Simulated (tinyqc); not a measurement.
Field dependence: Hall effect and magnetoresistance of several carrier groups with constant relaxation times. Computed by tinyqc, a small Python program. Command: `OMP_NUM_THREADS=1 python tinyqc.py 3017168 3017169 out.jsonl hall2 walk`. One thread of a shared host (Intel(R) Xeon(R) Processor @ 2.30GHz), about 0.01 s of CPU time with the checks.

Group 1 has charge -e and group 2 charge -e; s_i is that sign. B lies along z; mu B is formed with mu in m^2/(V s).

Inputs (values chosen for the exercise, for a model conductor):

| quantity | value | unit |
|---|---|---|
| density n1 | 3.6e+12 | 1/cm^2 |
| mobility mu1 | 120000 | cm^2/(V s) |
| density n2 | 3.1e+12 | 1/cm^2 |
| mobility mu2 | 6500 | cm^2/(V s) |
| magnetic field B | 3.2 | T |

Carriers: two electron groups. Densities: per area (a thin layer).

Constants: e = 1.602176634e-19 C.

Method:
- Weak field: R_H(0) = sum s_i n_i mu_i^2/(e (sum n_i mu_i)^2); MR = c B^2 with c = n1 n2 mu1 mu2 (s1 mu1 - s2 mu2)^2/(n1 mu1 + n2 mu2)^2. Strong field: R_H = 1/(e sum s_i n_i); rho_xx saturates at (n1/mu1 + n2/mu2)/(e (sum s_i n_i)^2).
- sigma_xx = sum n_i e mu_i/(1 + mu_i^2 B^2); sigma_xy = sum s_i n_i e mu_i^2 B/(1 + mu_i^2 B^2).
- rho_xx = sigma_xx/(sigma_xx^2 + sigma_xy^2); Hall coefficient R_H = sigma_xy/(B (sigma_xx^2 + sigma_xy^2)), with B in V s/cm^2 (1 T = 1e-4 V s/cm^2); magnetoresistance MR = rho_xx(B)/rho_xx(0) - 1.

saturation MR = 410.593 %

Against the field:

| B (T) | mu1 B | rho_xx (ohm) | R_H (cm^2/C) | MR (%) |
|---|---|---|---|---|
| 0.0042 | 0.0504 | 13.805 | -1.5867e+06 | 9.6755e-03 |
| 0.012 | 0.144 | 13.815 | -1.5865e+06 | 7.8970e-02 |
| 0.033 | 0.396 | 13.886 | -1.5857e+06 | 5.9646e-01 |
| 0.083 | 0.996 | 14.321 | -1.5807e+06 | 3.7442e+00 |
| 0.21 | 2.52 | 16.957 | -1.5502e+06 | 2.2844e+01 |
| 0.5 | 6 | 27.994 | -1.4227e+06 | 1.0280e+02 |
| 1.2 | 14.4 | 51.097 | -1.1556e+06 | 2.7016e+02 |
| 3.3 | 39.6 | 66.837 | -9.7370e+05 | 3.8418e+02 |
| 10 | 120 | 70.062 | -9.3644e+05 | 4.0754e+02 |

What follows from these numbers?

MR starts as B^2.00 and ends as B^0.05; it saturates at 411 %. One group alone would show no magnetoresistance in this model. The rows with mu1 B well above 1 show the semiclassical limit; Landau quantisation is left out. Caution: mu B is well above 1, where Landau quantisation, left out here, shows at low temperature.
